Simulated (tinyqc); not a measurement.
# Inputs raised by 10 %, one at a time

Model: concentration-dependent dopant diffusion with charged defects and the built-in field. Computed by tinyqc, a small Python program. Command: `OMP_NUM_THREADS=1 python tinyqc.py 3018844 3018845 out.jsonl extrinsic sens`. One thread of a shared host (Intel(R) Xeon(R) Processor @ 2.30GHz), about 0.4 s of CPU time with the checks.

A constant source C_s feeds a half space. The dopant moves through neutral point defects and through charged ones, whose number grows with the majority carrier density n.

Inputs (values chosen for the exercise, modelled on phosphorus in silicon):
```
quantity                        value    unit
neutral prefactor D0x            4.35  cm^2/s
neutral activation energy E0     3.67      eV
singly charged prefactor D01     4.11  cm^2/s
activation energy E1             4.01      eV
doubly charged prefactor D02     45.4  cm^2/s
activation energy E2             4.37      eV
surface concentration C_s     3.5e+18  1/cm^3
junction level C_B            3.1e+16  1/cm^3
temperature T                    1000       C
time t                            630       s
```

Field enhancement: off.

Constants: k_B = 8.617333262e-05 eV/K.

Method:
- n_i = 3.87e16 T^1.5 exp(-7014/T) per cm^3 (T in kelvin, an empirical form); each D = prefactor x exp(-E/(k_B T)); the intrinsic diffusivity D_i is their sum.
- Temperatures in kelvin are T(C) + 273.15.
- n = C/2 + sqrt(C^2/4 + n_i^2); D(C) = h [Dx + D1 (n/n_i) + D2 (n/n_i)^2], h = 1.
- With y = x/sqrt(D_s t), u = C/C_s and q = -(D/D_s) du/dy: du/dy = -q D_s/D, dq/dy = -(y/2) q D_s/D, u(0) = 1. The surface flux q(0) is shot so that u tends to 0 (LSODA, an adaptive multistep solver, relative tolerance 1e-10). Dose Q = 2 q(0) C_s sqrt(D_s t).
- The junction lies where C = C_B.

Runs:
```
input moved                               from        to  junction depth x_j (nm)  dose Q (1/cm^2)  enhancement D_s/D_i  junction in units of sqrt(D_s t)
base run                                     -         -                    108.9        1.167e+13                1.022                             3.670
neutral prefactor D0x (cm^2/s)            4.35     4.785                    113.9        1.220e+13                1.020                             3.673
singly charged prefactor D01 (cm^2/s)     4.11     4.521                    109.1        1.170e+13                1.023                             3.669
surface concentration C_s (1/cm^3)     3.5e+18  3.85e+18                    110.3        1.285e+13                1.024                             3.712
junction level C_B (1/cm^3)            3.1e+16  3.41e+16                    107.6        1.167e+13                1.022                             3.624
time t (s)                                 630       693                    114.2        1.224e+13                1.022                             3.670
```

Exponents ln(y'/y) / ln(x'/x):
```
input                         junction depth x_j  dose Q  enhancement D_s/D_i  junction in units of sqrt(D_s t)
neutral prefactor D0x                      0.471   0.467               -0.019                             0.008
singly charged prefactor D01               0.022   0.024                0.010                            -0.004
surface concentration C_s                  0.131   1.008                0.026                             0.118
junction level C_B                        -0.131   0.000                0.000                            -0.131
time t                                     0.500   0.500                0.000                             0.000
```

Which inputs matter most for each result?

Among the inputs moved here: junction depth x_j answers most in size to time t (exponent +0.500), next to neutral prefactor D0x (+0.471). Its exponent +0.500 in time t: a constant source keeps the profile a function of x/sqrt(t). Dose Q answers most in size to surface concentration C_s (exponent +1.008), next to time t (+0.500); its exponent is below 0.0005 for junction level C_B. Its exponent +1.008 in surface concentration C_s: the intrinsic, linear regime. Its exponent +0.500 in time t: the similarity law. Enhancement D_s/D_i answers most in size to surface concentration C_s (exponent +0.026), next to neutral prefactor D0x (-0.019); its exponent is below 0.0005 for junction level C_B, time t. Its exponent +0.026 in surface concentration C_s: the intrinsic regime. Junction in units of sqrt(D_s t) answers most in size to junction level C_B (exponent -0.131), next to surface concentration C_s (+0.118); its exponent is below 0.0005 for time t.
